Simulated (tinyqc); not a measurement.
Double-gate transistor below threshold, two-dimensional Poisson equation on a small mesh: two steps of the calculation.

Half of a symmetric double-gate structure: row 0 is the mid-plane of the body, where the normal field vanishes. Mobile charge is neglected (subthreshold), the body is fully depleted, and potentials are counted from the intrinsic level; rows run upward to the gate, columns from source to drain.

Inputs (values chosen for the exercise); semiconductor permittivity close to that of gallium nitride: relative permittivity of the semiconductor eps_r = 9.41; relative permittivity of the insulator eox = 25; half the body thickness tb = 8 nm; insulator thickness tox = 5.3 nm; channel length L = 37 nm; acceptor density of the depleted body Na = 0 cm^-3.

Constants: q = 1.602176634e-19 C, eps0 = 8.8541878128e-14 F/cm where lengths are in cm. Results are converted to the units shown.

Question 1. Coefficients of the five-point equations. Mesh: rows i = 0..2 in the semiconductor (step hs = tb/2, row 2 on the interface), then 2 step(s) ho = tox/2 up to the gate row 4; columns j = 0..6 (step hy = L/6). Box integration, divided by eps0: up_i = eps hy/h of the interval above row i, dn_i = that of the interval below (0 for row 0), lat_i = (sum of eps h/2 over the intervals above and below)/hy, s_i = -q Na w_i hy/eps0 with w_i the semiconductor height of the box (hs/2 for row 0 and the interface row, hs between, 0 in the insulator). Each free node obeys (up + dn + 2 lat) psi = up psi(above) + dn psi(below) + lat [psi(left) + psi(right)] + s.

Find: up; dn; lat; s.

Answer 1.

| row | up | dn | lat | s (V) |
|---|---|---|---|---|
| 0 | 14.51 | 0 | 3.052 | 0 |
| 1 | 14.51 | 14.51 | 6.104 | 0 |
| 2 | 58.18 | 14.51 | 8.424 | 0 |
| 3 | 58.18 | 58.18 | 10.74 | 0 |

Question 2. Gauss-Seidel sweep. Free nodes: rows 0..3, columns 1..5, taken row by row from row 0, left to right. t = (up psi(above) + dn psi(below) + lat [psi(left) + psi(right)] + s)/(up + dn + 2 lat), with the newest neighbours; psi(new) = t.

psi at the start (fixed values on the edges, free nodes at the gate value) (V):

|  | j=0 | j=1 | j=2 | j=3 | j=4 | j=5 | j=6 |
|---|---|---|---|---|---|---|---|
| row 0 | 0.46000000 | 0.09000000 | 0.09000000 | 0.09000000 | 0.09000000 | 0.09000000 | 0.51000000 |
| row 1 | 0.46000000 | 0.09000000 | 0.09000000 | 0.09000000 | 0.09000000 | 0.09000000 | 0.51000000 |
| row 2 | 0.46000000 | 0.09000000 | 0.09000000 | 0.09000000 | 0.09000000 | 0.09000000 | 0.51000000 |
| row 3 | 0.27500000 | 0.09000000 | 0.09000000 | 0.09000000 | 0.09000000 | 0.09000000 | 0.30000000 |
| row 4 | 0.09000000 | 0.09000000 | 0.09000000 | 0.09000000 | 0.09000000 | 0.09000000 | 0.09000000 |

| row | up | dn | lat | s (V) |
|---|---|---|---|---|
| 0 | 14.507083 | 0 | 3.0518919 | 0 |
| 1 | 14.507083 | 14.507083 | 6.1037838 | 0 |
| 2 | 58.176101 | 14.507083 | 8.4235135 | 0 |
| 3 | 58.176101 | 58.176101 | 10.743243 | 0 |

Give: psi after iteration 1.

Answer 2.

psi after iteration 1 (V):

|  | j=0 | j=1 | j=2 | j=3 | j=4 | j=5 | j=6 |
|---|---|---|---|---|---|---|---|
| row 0 | 0.4600 | 0.1448 | 0.0981 | 0.0912 | 0.0902 | 0.1522 | 0.5100 |
| row 1 | 0.4600 | 0.1641 | 0.1038 | 0.0925 | 0.0904 | 0.1741 | 0.5100 |
| row 2 | 0.4600 | 0.1368 | 0.0966 | 0.0910 | 0.0902 | 0.1432 | 0.5100 |
| row 3 | 0.2750 | 0.1242 | 0.0955 | 0.0909 | 0.0901 | 0.1288 | 0.3000 |
| row 4 | 0.0900 | 0.0900 | 0.0900 | 0.0900 | 0.0900 | 0.0900 | 0.0900 |

Computed by the program tinyqc: `OMP_NUM_THREADS=1 python tinyqc.py 2480106 2480107 out.jsonl`, one thread of a shared Intel Xeon 2.30GHz, about 0.1 s for the whole run.
